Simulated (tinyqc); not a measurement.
# Biaxially strained (001) channel, valley splitting in an inversion layer: what changes with what

A thin layer grown on a relaxed buffer is stretched in the plane. The two valleys with their long axis along the growth direction (D2) sink against the four in-plane ones (D4); confinement in a triangular well splits them too. Only the lowest subband of each set is kept; one relaxation time, so the weakening of intervalley scattering is left out.

Parameters, values chosen for the exercise; values close to those of silicon on relaxed silicon-germanium:
```
symbol,value,unit,meaning
T,300,K,temperature
x,0.16,,germanium share of the relaxed buffer
b1,0.0418,,lattice mismatch per unit x
c11,171,GPa,elastic constant
c12,62.2,GPa,elastic constant
Xu,8.76,eV,shear deformation potential
ml,0.914,m0,longitudinal mass
mt,0.186,m0,transverse mass
F,0.6,MV/cm,confining field
Ns,6.7e11,cm^-2,inversion density
```

Constants: q = 1.602176634e-19 C, kB = 1.380649e-23 J/K, hbar = 1.054571817e-34 J s, m0 = 9.1093837015e-31 kg, Vt = kB T/q, hbar^2/(2 m0) = 0.0380998212 eV nm^2. Results are converted to the units shown.

Each table varies one quantity; the others keep the values above.

## Effect of the inversion density

e_par = b1 x, e_perp = -2 (c12/c11) e_par, splitting D = Xu (e_par - e_perp), in-plane stress (c11 + c12 - 2 c12^2/c11) e_par. Levels E(m) = 2.33811 (hbar^2 q^2 F^2/(2 m))^(1/3): E2 = E(ml), E4 = E(mt) + D; N2 = 2 mt kB T/(pi hbar^2), N4 = 4 sqrt(mt ml) kB T/(pi hbar^2). EF solves Ns = N2 ln(1 + exp((EF - E2)/Vt)) + N4 ln(1 + exp((EF - E4)/Vt)); f2 is the share in D2, and 1/mc = f2/mt + (1 - f2)(1/mt + 1/ml)/2. The gain is mc(x = 0)/mc.

The same in every row: D (meV) = 101.21.

Result of one run:

| Ns (cm^-2) | f2 without strain | f2 | mc (m0) | gain |
|---|---|---|---|---|
| 1.4e12 | 0.84940 | 0.99636 | 0.18627 | 1.0623 |

What becomes of these results when the inversion density Ns is changed from 1.4e12 to 1e13 cm^-2, all else the same?

Result of the changed run:

| Ns (cm^-2) | f2 without strain | f2 | mc (m0) | gain |
|---|---|---|---|---|
| 1e13 | 0.71770 | 0.98695 | 0.18697 | 1.1208 |

The whole series:

| Ns (cm^-2) | f2 without strain | f2 | mc (m0) | gain |
|---|---|---|---|---|
| 2e11 | 0.86469 | 0.99688 | 0.18623 | 1.0556 |
| 3.9e11 | 0.86236 | 0.99680 | 0.18624 | 1.0566 |
| 7.5e11 | 0.85785 | 0.99665 | 0.18625 | 1.0586 |
| 1.4e12 | 0.84940 | 0.99636 | 0.18627 | 1.0623 |
| 2.8e12 | 0.83004 | 0.99561 | 0.18633 | 1.0707 |
| 5.4e12 | 0.79075 | 0.99363 | 0.18647 | 1.0881 |
| 1e13 | 0.71770 | 0.98695 | 0.18697 | 1.1208 |
| 2e13 | 0.58341 | 0.93752 | 0.19075 | 1.1691 |

As Ns goes from 2e11 to 2e13 cm^-2, f2 falls from 0.997 to 0.938 (without strain: it falls from 0.865 to 0.583) and the gain rises from 1.06 to 1.17. For Ns = 1e13 to 2e13 cm^-2 the second D2 subband, left out here, lies within 2 Vt of EF or below it.

## Effect of the confining field

Same model as above.

The same in every row: D (meV) = 101.2.

Results:

| F (MV/cm) | f2 without strain | f2 | mc (m0) | gain |
|---|---|---|---|---|
| 0.1 | 0.3798 | 0.9666 | 0.1885 | 1.310 |
| 0.5 | 0.8063 | 0.9951 | 0.1864 | 1.081 |
| 0.7 | 0.8972 | 0.9977 | 0.1862 | 1.042 |
| 0.9 | 0.9449 | 0.9988 | 0.1861 | 1.022 |
| 1.1 | 0.9698 | 0.9994 | 0.1860 | 1.012 |
| 1.3 | 0.9831 | 0.9997 | 0.1860 | 1.007 |
| 1.5 | 0.9903 | 0.9998 | 0.1860 | 1.004 |

Estimate the missing row, F = 0.3 MV/cm.

Computed row:

| F (MV/cm) | f2 without strain | f2 | mc (m0) | gain |
|---|---|---|---|---|
| 0.3 | 0.6418 | 0.9886 | 0.1868 | 1.161 |

With this row back in the table: As F goes from 0.1 to 1.5 MV/cm, f2 rises from 0.967 to 1.00 (without strain: it rises from 0.380 to 0.990) and the gain falls from 1.31 to 1.00. Strong confinement already empties D4, so strain has less to move.

Computed by the program tinyqc: `OMP_NUM_THREADS=1 python tinyqc.py 2530098 2530099 out.jsonl`, one thread of a shared Intel Xeon 2.30GHz, about 0.01 s for the whole run.
